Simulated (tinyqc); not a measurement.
# Planar ballistic transistor, top-of-the-barrier model: effect of the temperature

At the top of the source barrier, states moving towards the drain are filled by the source (Fermi level 0) and states moving back by the drain (Fermi level -q Vd); nothing scatters. U is the shift of the band edge there, set by the capacitances CG, CD and CS (the total) and by the charge. Parabolic two-dimensional band; the source is grounded.

N0 = gv m kB T/(pi hbar^2), CG = eps0 eox/tox, vT = sqrt(2 kB T/(pi m)), CS = CG/aG, n0 = n at U = 0 and Vd = 0. eta1 = -(E0 + U)/Vt, eta2 = eta1 - Vd/Vt, n = (N0/2)[F_0(eta1) + F_0(eta2)], F_0(x) = ln(1 + exp x). U = UL + q (n - n0)/CS with UL = -(aG Vg + aD Vd), energies in eV. I = q (N0/2) vT [F_(1/2)(eta1) - F_(1/2)(eta2)] per width, F_(1/2)(x) = (2/sqrt(pi)) int_0^infinity u^(1/2)/(1 + exp(u - x)) du. CQ = (q/Vt) dn/d(eta1). E0 is held fixed.

Values chosen for this exercise; mass and valleys close to those of indium arsenide:
```
symbol   value  unit                                                                 meaning
m       0.0313    m0                                                          effective mass
gv           1                                                             valley degeneracy
eox          9                                   relative permittivity of the gate insulator
tox        2.8    nm                                                     insulator thickness
aG        0.76                                                            gate control CG/CS
aD       0.044                                                           drain control CD/CS
E0        0.16    eV  band edge at the barrier top above the source Fermi level at zero bias
Vg         0.8     V                                                            gate voltage
Vd         0.8     V                                                           drain voltage
```

Constants: q = 1.602176634e-19 C, kB = 1.380649e-23 J/K, hbar = 1.054571817e-34 J s, m0 = 9.1093837015e-31 kg, Vt = kB T/q, eps0 = 8.8541878128e-14 F/cm where lengths are in cm. Results are converted to the units shown.

Results:
```
T (K)    eta1  n (cm^-2)  I (uA/um)  mean velocity I/(q n) (cm/s)    CQ/CS
50     87.634  2.4685e12     3458.3                      8.7442e7  0.27971
77     56.905  2.4685e12     3459.0                      8.7461e7  0.27971
120    36.514  2.4685e12     3460.9                      8.7509e7  0.27971
180    24.343  2.4685e12     3464.9                      8.7610e7  0.27971
300    14.607  2.4686e12     3478.1                      8.7938e7  0.27971
360    12.174  2.4690e12     3487.8                      8.8169e7  0.27971
420    10.438  2.4697e12     3499.8                      8.8449e7  0.27970
```

Estimate the missing row, T = 240 K.

Computed row:
```
T (K)    eta1  n (cm^-2)  I (uA/um)  mean velocity I/(q n) (cm/s)    CQ/CS
240    18.257  2.4685e12     3470.6                      8.7753e7  0.27971
```

With this row back in the table: As T goes from 50 to 420 K, n stays near 2.47e12 cm^-2, the mean velocity rises from 8.74e7 to 8.84e7 cm/s and the current rises from 3460 to 3500 uA/um. CQ/CS stays near 0.28. In every row the source Fermi level lies over 0.3 eV above the band edge, where a light band is no longer parabolic.

tinyqc, about 0.02 s, one thread, Intel Xeon 2.30GHz (shared host): `OMP_NUM_THREADS=1 python tinyqc.py 2400154 2400155 out.jsonl`
